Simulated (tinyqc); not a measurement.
## Length offset and series resistance from crossing lines

Problem. R_total = Rs + k (L - dL)/Vo with constant Rs, dL and k. Find k, dL and Rs.

R_total at (L, Vo) = (30, 0.34), (60, 0.34), (30, 0.79) and (60, 0.79), L in nm and Vo in V (ohm um): [237.97059, 335.02941, 193.55696, 235.32911]

Solution. At each overdrive R is a straight line in L with slope k/Vo; the two lines cross at L = dL, R = Rs.

k = 1.100 ohm um V/nm
dL = 5.900 nm
Rs = 160.0 ohm um

Program tinyqc, `OMP_NUM_THREADS=1 python tinyqc.py 2282020 2282021 out.jsonl`; Intel Xeon 2.30GHz, shared host, one thread, about 0.04 s.
